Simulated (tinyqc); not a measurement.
Inside a calculation. Model: dopant redistribution at a moving silicon-oxide interface during parabolic oxidation. Computed by tinyqc, a small Python program that keeps every step. Command: `OMP_NUM_THREADS=1 python tinyqc.py 3018599 3018600 out.jsonl segox walk`. One thread of a shared host (Intel(R) Xeon(R) Processor @ 2.30GHz), about 0.01 s of CPU time with the checks. Intermediate numbers are printed to about 7 digits and carried at full precision; extremes and crossings named in words are read from the listed rows.

Uniformly doped silicon is oxidised with x_ox = sqrt(B t); the interface advances into the silicon by alpha x_ox, alpha = 0.44. The dopant does not move in the oxide, and at the interface C(silicon) = m C(oxide).

Inputs (values chosen for the exercise, modelled on boron in silicon under steam):

| quantity | value | unit |
|---|---|---|
| dopant prefactor D0 | 0.843 | cm^2/s |
| dopant activation energy E | 3.48 | eV |
| oxidation prefactor B0 | 395 | um^2/h |
| oxidation activation energy E_B | 0.769 | eV |
| segregation coefficient m = C(silicon)/C(oxide) | 0.28 | - |
| bulk doping C_B | 3.3e+15 | 1/cm^3 |
| temperature T | 1050 | C |
| time t | 0.45 | h |

Constants: k_B = 8.617333262e-05 eV/K.

## Rates

D = D0 exp(-E/(k_B T)), converted with 1 cm^2/s = 3.6e11 um^2/h; B = B0 exp(-E_B/(k_B T)); s = alpha sqrt(B/(4 D)), the interface advance over 2 sqrt(D t). Temperatures in kelvin are T(C) + 273.15.

D = 0.01686839 um^2/h

B = 0.4650871 um^2/h

s = 1.155189

oxide thickness = 0.4574814 um

diffusion length 2 sqrt(D t) = 0.1742501 um

Interface and diffusion move at similar speeds. Caution: in this case the oxide is not much thicker than a typical Deal-Grove length A, so real growth is slower than parabolic. Caution: parabolic growth needs an oxide much thicker than the Deal-Grove length A, which fails for thin films and low temperatures; oxidation-enhanced or retarded diffusion is ignored.

## Interface concentration

With the dopant diffusivity D and s = alpha x_ox/(2 sqrt(D t)), in the silicon C = C_B + (C_s - C_B) erfc(y/(2 sqrt(D t)))/erfc(s), y from the original surface. Dopant balance at the interface gives C_s/C_B = 1/[1 + (1/(m alpha) - 1) g], g = sqrt(pi) s exp(s^2) erfc(s).

g = 0.7957196

ratio C_s/C_B = 0.1500816

C_s in the silicon = 4.952692e+14 1/cm^3

concentration in the oxide = 1.768819e+15 1/cm^3

m alpha = 0.123: the oxide takes more dopant than the consumed silicon held, so the silicon is depleted. For a very fast interface the ratio would tend to m alpha.

## Dose moved

Consumed silicon held alpha x_ox C_B; the oxide holds x_ox times the dopant concentration in the oxide; the difference is the excess in the silicon; 1 um = 1e-4 cm.

dopant in the consumed silicon = 6.642629e+10 1/cm^2

dopant in the oxide = 8.092015e+10 1/cm^2

excess in the silicon = -1.449386e+10 1/cm^2

## Profile below the interface

Depths z are counted from the present interface: y/(2 sqrt(D t)) = s + z/(2 sqrt(D t)); take z/(2 sqrt(D t)) = 0, 0.05, 0.1, 0.2, 0.3, 0.5, 0.75, 1, 1.5.

Profile:

| z/(2 sqrt(D t)) | z (um) | C/C_B |
|---|---|---|
| 0.00 | 0.0000000 | 0.1500816 |
| 0.05 | 0.0087125 | 0.2665145 |
| 0.10 | 0.0174250 | 0.3697328 |
| 0.20 | 0.0348500 | 0.5406913 |
| 0.30 | 0.0522750 | 0.6711210 |
| 0.50 | 0.0871250 | 0.8401671 |
| 0.75 | 0.1306876 | 0.9414197 |
| 1.00 | 0.1742501 | 0.9808588 |
| 1.50 | 0.2613751 | 0.9985602 |

## Temperature and segregation coefficient

The formulas are those given above.

C_s/C_B:

| T (C) | s | this m | m = 0.2 | m = 1/alpha | m = 10 |
|---|---|---|---|---|---|
| 850 | 9.594692 | 0.1237801 | 0.0884311 | 1 | 4.321464 |
| 900 | 5.282001 | 0.1250680 | 0.0893887 | 1 | 4.159110 |
| 950 | 3.053231 | 0.1284624 | 0.0919165 | 1 | 3.796868 |
| 1000 | 1.842544 | 0.1360092 | 0.0975566 | 1 | 3.222968 |
| 1050 | 1.155189 | 0.1500816 | 0.1081485 | 1 | 2.596554 |
| 1100 | 0.749298 | 0.1725932 | 0.1252976 | 1 | 2.085563 |
| 1150 | 0.501033 | 0.2045850 | 0.1501131 | 1 | 1.730523 |
| 1200 | 0.344305 | 0.2461504 | 0.1831599 | 1 | 1.498177 |

s falls from 9.59 to 0.344 as T rises, because diffusion has the larger activation energy (3.48 against 0.769 eV); the ratio for this m moves from 0.124 to 0.246, towards 1. At m = 1/alpha the oxide takes exactly what the silicon held, and nothing moves. The ratio does not depend on time, since both lengths grow as sqrt(t).

Checks made by the program: excess against the integral of the profile (relative difference below 1e-10).
